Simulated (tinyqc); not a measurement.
Which mechanism rules? Model: leakage currents through a thin dielectric. Computed by tinyqc, a small Python program. Command: `OMP_NUM_THREADS=1 python tinyqc.py 3020544 3020545 out.jsonl leak walk`. One thread of a shared host (Intel(R) Xeon(R) Processor @ 2.30GHz), about 0.01 s of CPU time with the checks.

Electrons leave an electrode with Fermi energy E_F above its band bottom; barriers are counted from the Fermi level, and both electrodes are alike.

Inputs (values chosen for the exercise, modelled on a low-k dielectric):
```
quantity,value,unit
barrier height phi_B,2.44,eV
tunnelling mass m,0.49,m_0
optical permittivity k_o,2.08,-
trap depth phi_t,1.2,eV
Poole-Frenkel prefactor sigma_0,0.00079,S/cm
thickness t,1.9,nm
electrode Fermi energy E_F,0.19,eV
electrode mass m_e,0.5,m_0
voltage V,0.91,V
temperature T,473,K
```

Stack: single layer.

Constants: e = 1.602176634e-19 C; eps_0 = 8.8541878128e-12 F/m; k_B = 8.617333262e-05 eV/K; m_0 = 9.1093837015e-31 kg; k_B = 1.380649e-23 J/K; h = 6.62607015e-34 J s; hbar = 1.054571817e-34 J s.

Method:
- Field F = V/t; equivalent oxide thickness 3.9 t/k.
- WKB: a layer of mass m, field F and barrier b(x) = b_0 - e F x gives the exponent (4 sqrt(2 m)/(3 hbar e F)) [b_0^(3/2) - max(b_0 - e F t, 0)^(3/2)] for b_0 > 0; b_0 = barrier - (E - E_F); the transmission is D(E) = exp(-sum of exponents), without image force.
- Tsu-Esaki: J = (e m_e k_B T/(2 pi^2 hbar^3)) int D(E) ln[(1 + exp((E_F - E)/k_B T))/(1 + exp((E_F - eV - E)/k_B T))] dE over the normal energy E (its change with the mass at an interface is neglected) from max(0, E_F - 3 eV) to E_F + largest barrier, by 100 Gauss-Legendre points in each part, split at E_F - 0.3 eV (if inside the range) and E_F + 8 k_B T.
- Schottky emission J = A T^2 exp(-(phi_B - sqrt(e^3 F/(4 pi k_o eps_0)))/k_B T), A = 4 pi e m k_B^2/h^3 with the tunnelling mass; Poole-Frenkel J = sigma_0 F exp(-(phi_t - sqrt(e^3 F/(pi k_o eps_0)))/k_B T); both use the field F of the dielectric.

Current densities (A/cm^2):
```
V (V),F (MV/cm),tunnelling,Schottky,Poole-Frenkel
0.18,0.9474,0.08566,7.0861e-17,3.5125e-05
0.32,1.6842,0.12501,5.7540e-16,4.1174e-03
0.46,2.4211,0.17210,3.0467e-15,1.6594e-01
0.64,3.3684,0.26141,1.8492e-14,8.5050e+00
0.77,4.0526,0.35632,5.8265e-14,1.0159e+02
0.91,4.7895,0.50141,1.8074e-13,1.1553e+03
```

The largest current is tunnelling from 0.180 to 0.460, Poole-Frenkel from 0.640 to 0.910 V. Over the table tunnelling grows by 0.8 decades, Schottky by 3.4 and Poole-Frenkel by 7.5. A plot of ln(J/F) against sqrt(F) for the Poole-Frenkel column has the slope 12.91 per sqrt(MV/cm), from which k_o follows; reading it as Schottky emission would give about k_o/4.

Extremes, crossings and ranges named in words are read from the listed rows.
